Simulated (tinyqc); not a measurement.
# Ionisation constants from two fields

Inverse problem. alpha_n = an exp(-bn/E). Find bn and an.

alpha_n at 2070 and 3930 kV/cm (1/cm): [8.0791485, 29656.055]

Solution. ln alpha is a straight line in 1/E with slope -bn and intercept ln an.

bn = 3.59e7 V/cm
an = 2.75e8 1/cm

tinyqc, about 0.2 s, one thread, Intel Xeon 2.30GHz (shared host): `OMP_NUM_THREADS=1 python tinyqc.py 2120118 2120119 out.jsonl`
